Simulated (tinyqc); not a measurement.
Comparisons within one model: tunnelling through a thin dielectric with one trap, as a tight-binding chain. A value that a table varies takes the place of the one given here.

Hopping -t everywhere, t = c/(m a^2), c = hbar^2/2m0; lead sites at 2t (band bottom 0), barrier sites 1 to N at 2t + phi, and site j has U besides. No voltage. Leads give S = -t exp(ika) on sites 1 and N, cos(ka) = 1 - E/(2t). T = (2 t sin(ka))^2 |G_1N|^2, G = (E - H - S)^-1. In the barrier cosh(q a) = 1 + (phi - E)/(2t).

Resonance: the lowest eigenvalue of H + S(E), iterated until its real part equals E (40 rounds from Eb = phi + 2t - sqrt(4t^2 + U^2), the level in an endless barrier). With v the normalised squared amplitudes of that state, Gamma_L = 2 t sin(ka) v_1, Gamma_R = 2 t sin(ka) v_N; Breit-Wigner T = Gamma_L Gamma_R/((E - Er)^2 + (Gamma_L + Gamma_R)^2/4).

Constants: hbar^2/2m0 = 3.80998211 eV angstrom^2.

Values chosen for the exercise (barrier and mass of the size used for Al2O3 on silicon; not measured data):
```
symbol  value  unit      meaning
a       3      angstrom  site spacing
m       0.33   m0        mass, the same in leads and barrier
phi     1.98   eV        conduction edge of the barrier above that of the leads
N       11               barrier sites
j       5                site of the trap
U       -2.98  eV        extra energy on the trap site
E       0.35   eV        electron energy
```

## Transmission around the level

Er = 0.61328 eV

widths (meV): left 0.58956, right 0.011189

Energies Er + x (Gamma_L + Gamma_R).

T:
```
x     E (eV)     chain  Breit-Wigner   no trap
-8.0  0.6085  0.000275      0.000284  1.25e-09
-3.0  0.6115   0.00195       0.00198  1.28e-09
-1.0  0.6127    0.0146        0.0146  1.29e-09
-0.5  0.6130    0.0365        0.0366  1.29e-09
0.0   0.6133    0.0731        0.0731  1.29e-09
0.5   0.6136    0.0366        0.0366  1.30e-09
1.0   0.6139    0.0147        0.0146  1.30e-09
3.0   0.6151   0.00200       0.00198  1.31e-09
8.0   0.6181  0.000294      0.000284  1.34e-09
```

At Er the chain gives 0.0731, 5.65e+07 times the value without trap, and Breit-Wigner 0.0731. In the wings the single pole gives 1.03 times the chain value at x = -8 and 0.967 times at x = 8, because the widths and the level shift change with energy.

## Where a trap does most harm

The trap is moved through the barrier. The area under the resonance, 2 pi Gamma_L Gamma_R/(Gamma_L + Gamma_R), sets the current through it.

Against position:
```
j  Er (eV)  Gamma_L (meV)  Gamma_R (meV)      peak  area (meV)
3   0.6095           30.8       0.000208  2.70e-05     0.00131
4   0.6129           4.27        0.00154   0.00144     0.00966
5   0.6133          0.590         0.0112    0.0731      0.0690
6   0.6133         0.0812         0.0812      1.00       0.255
7   0.6133         0.0112          0.590    0.0731      0.0690
8   0.6129        0.00154           4.27   0.00144     0.00966
9   0.6095       0.000208           30.8  2.70e-05     0.00131
```

The area is largest at j = 6 (0.255 meV) and 195 times smaller at j = 3: the slower of the two steps limits the current, so traps in the middle carry most. Each site towards a lead multiplies its width by about 7.26, close to exp(2 q a) = 7.26 at Eb.

## Direct against trap-assisted paths

N odd, the trap in the middle, j = (N + 1)/2. Direct T is that without trap at the energy Er; area = 2 pi Gamma_L Gamma_R/(Gamma_L + Gamma_R). The exponents are the slopes of the logarithms between the last two rows, per angstrom.

Against thickness:
```
N   N a (angstrom)  Er (eV)  direct T  area (meV)
5             15.0   0.6049  0.000183        96.1
7             21.0   0.6124  3.57e-06        13.4
9             27.0   0.6132  6.81e-08        1.85
11            33.0   0.6133  1.29e-09       0.255
13            39.0   0.6133  2.46e-11      0.0352
15            45.0   0.6134  4.66e-13     0.00484
17            51.0   0.6134  8.85e-15    0.000667
```

exponents (1/angstrom): direct 0.6607, through the trap 0.3304

The direct path falls as exp(-0.661 d) and the path through a central trap as exp(-0.330 d), 2.00 times more slowly, since each step crosses half the layer. From 5 to 17 sites the first loses 10.3 decades and the second 5.2: in thicker layers even few traps rule the leakage. Inelastic capture with phonons is left out.

## What each parameter does

Resonance and log10 T at E. Each row changes one parameter from the base and keeps the others.

Results:
```
case           Er (eV)  Gamma_L (meV)  Gamma_R (meV)  log10 T
base            0.6133         0.5896        0.01119   -7.832
m = 0.304 m0    0.6861         0.9978        0.02418   -7.668
phi = 2.08 eV   0.7133         0.5986        0.01136   -8.366
N = 12          0.6133         0.5896       0.001541   -8.766
j = 4           0.6129          4.273       0.001538   -7.830
U = -2.891 eV   0.6803         0.7031        0.01462   -8.035
```

The largest shifts from the base row, up to three for each result and ties (the steps differ in size, so this ranks the rows, not the parameters). Er (eV): phi +0.1000, m +0.0729, U +0.0670; unchanged at the printed digits by N. Gamma_L (meV): j +3.68, m +0.408, U +0.114; unchanged at the printed digits by N. Gamma_R (meV): m +0.0130, j -0.00965, N -0.00965. log10 T: N -0.934, phi -0.534, U -0.202.

Program tinyqc; command `OMP_NUM_THREADS=1 python tinyqc.py 1452872 1452873 out.jsonl`; about 0.1 s on one thread of a shared Intel(R) Xeon(R) Processor @ 2.30GHz.
